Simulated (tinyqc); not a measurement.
Barrier from its over-barrier resonances.

Problem. A flat barrier of width d = 3.1 nm between equal leads transmits fully where k d = n pi, that is at E_n = U + C (n pi/d)^2/m, C = hbar^2/(2 m0), whatever the lead mass. Find m and U.

Constants: q = 1.602176634e-19 C, hbar = 1.054571817e-34 J s, m0 = 9.1093837015e-31 kg, hbar^2/(2 m0) = 0.0380998212 eV nm^2. Results are converted to the units shown.

energies of resonances n = 1 and 2 (eV): 0.67074246  1.9329699

Solution. The spacing is 3 C (pi/d)^2/m, which gives m; either energy then gives U.

m = 0.09300 m0
U = 0.2500 eV

Numbers from tinyqc (`OMP_NUM_THREADS=1 python tinyqc.py 2560003 2560004 out.jsonl`; about 0.01 s on one thread of a shared Intel Xeon 2.30GHz).
